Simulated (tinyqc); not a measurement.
# AlGaN/GaN HEMT with access regions, lumped model: effects of single changes

A polarisation-induced electron sheet under a Schottky gate, in series with two ungated access regions and contacts. Drift law v = mu E/(1 + mu E/vs) under the gate. Currents in mA/mm, resistances in ohm mm. No self-heating, no channel-length modulation; fits for polarisation, barrier and offset are chosen for the exercise.

Parameters, values chosen for the exercise; values close to those of AlGaN/GaN structures: aluminium share of the barrier x = 0.25; barrier thickness d = 15 nm; relative permittivity of barrier and channel eps_r = 9.4; channel mobility mu = 1700 cm^2/(V s); saturation velocity vs = 1.4e7 cm/s; gate length Lg = 1.5 um; source access length Ls = 1.5 um; drain access length Ld = 2 um; resistance of each contact Rc = 0.3 ohm mm; share of the drain-access electrons removed by traps ft = 0; gate voltage Vg = 1 V; critical field Ec = 2.5 MV/cm; depth over which the depleted charge spreads te = 0.24 um; insulator under the field plate tf = 200 nm; relative permittivity of that insulator ei = 7.

Constants: q = 1.602176634e-19 C, eps0 = 8.8541878128e-14 F/cm where lengths are in cm. Results are converted to the units shown.

Each table varies one quantity; the others keep the values above.

## Effect of the source access length

sigma = (5e13 x + 1.6e13 x^2) cm^-2, phiB = 0.84 + 1.3 x, dEc = 0.7 (1.71 x + x^2) in volts, Cb = eps0 eps_r/d, VT = phiB - dEc - q sigma/Cb, access density n0 = -Cb VT/q. Access resistance R(L, n) = L/(q mu n sqrt(1 - (I/(q n vs))^2)); Rs = Rc + R(Ls, n0), Rd = Rc + R(Ld, (1 - ft) n0). Vg' = Vg - I Rs, Vd' = Vd - I (Rs + Rd); with u = Vg' - VT, Vc = vs Lg/mu and w the smaller of Vd' and Vc [sqrt(1 + 2 u/Vc) - 1] (0 if negative), the channel gives (mu Cb/Lg)(u w - w^2/2)/(1 + w/Vc). I equals that channel current. Isat is I at Vd = 10 V, gm = dIsat/dVg, Ron the limit of Vd/I at small Vd.

The same in every row: VT (V) = -3.076; n0 (cm^-2) = 1.065e13.

Result of one run:
```
Ls (um),Ron (ohm mm),Isat (mA/mm),gm (mS/mm)
4,3.058,809.6,236.2
```

What becomes of these results when the source access length Ls is changed from 4 to 1 um, all else the same?

Result of the changed run:
```
Ls (um),Ron (ohm mm),Isat (mA/mm),gm (mS/mm)
1,2.024,1111,341.3
```

The whole series:
```
Ls (um),Ron (ohm mm),Isat (mA/mm),gm (mS/mm)
0.1,1.714,1270,410.6
0.3,1.783,1229,391.3
0.6,1.886,1175,367.2
1,2.024,1111,341.3
1.5,2.196,1043,315.4
2.5,2.541,932.8,276.7
4,3.058,809.6,236.2
```

As Ls goes from 0.1 to 4 um, Ron rises from 1.71 to 3.06 ohm mm, Isat falls from 1270 to 810 mA/mm and gm falls from 411 to 236 mS/mm. The ceiling Cb vs is 777 mS/mm. In every row the power passes 5 W/mm, where self-heating, left out here, lowers the current. In every row Vg comes within 0.2 V of phiB or passes it, so at low drain current, as for Ron, the Schottky gate would conduct.

## Output curve without and with trapping

Same model as above.

The two columns take ft = 0 and ft = 0.3; collapse = 1 - (second)/(first).

Output curve without and with trapping:
```
Vd (V),"I, ft = 0 (mA/mm)","I, ft = 0.3 (mA/mm)",collapse (%)
0.25,112.4,99.32,11.64
0.5,221.4,196.1,11.43
1,426.5,379.6,11.00
2,766.3,691.6,9.74
3,982.0,914.2,6.90
4,1043,1032,1.01
6,1043,1043,0.00
8,1043,1043,0.00
12,1043,1043,0.00
```

What does the table show?

Without trapping the current rises from 112 to 1040 mA/mm and first comes within 2 % of its last value at Vd = 4 V among the rows; with trapping that knee lies at 4 V. The collapse is 12 % in the first row, at most 12 % and 0 % in the last: once the gated channel saturates, the drain access only takes spare voltage. For Vd = 6 to 12 V the power passes 5 W/mm, where self-heating, left out here, lowers the current. In every row Vg comes within 0.2 V of phiB or passes it, so at low drain current, as for Ron, the Schottky gate would conduct.

## Field plate: effect of the aluminium share of the barrier

Off state: a depleted stretch that holds the voltage V has the peak field sqrt(k V), k = 2 q n0/(eps0 eps_r te), so one edge holds V1 = Ec^2/k. The sheet under the plate pinches off at Vf = q n0 (1/Cb + tf/(eps0 ei)); beyond it the gate edge is screened. BV = V1 if Vf >= V1, else Vf + V1, and at most Ec Ld.

The same in every row: Ec Ld (V) = 500.00.

Field plate: effect of the aluminium share of the barrier:
```
x,Vf (V),V1 (V),BV (V)
0.14,24.030,88.505,112.54
0.18,36.157,58.821,94.978
0.22,48.606,43.756,43.756
0.26,61.377,34.651,34.651
0.3,74.469,28.559,28.559
0.34,87.884,24.200,24.200
0.38,101.62,20.929,20.929
```

BV falls from 113 to 20.9 V. The plate helps (Vf < V1) in 2 of the 7 rows, and the access length caps BV in 0. More sheet charge lowers Ron but steepens the field, so V1 falls.

tinyqc, about 0.01 s, one thread, Intel Xeon 2.30GHz (shared host): `OMP_NUM_THREADS=1 python tinyqc.py 2570045 2570046 out.jsonl`
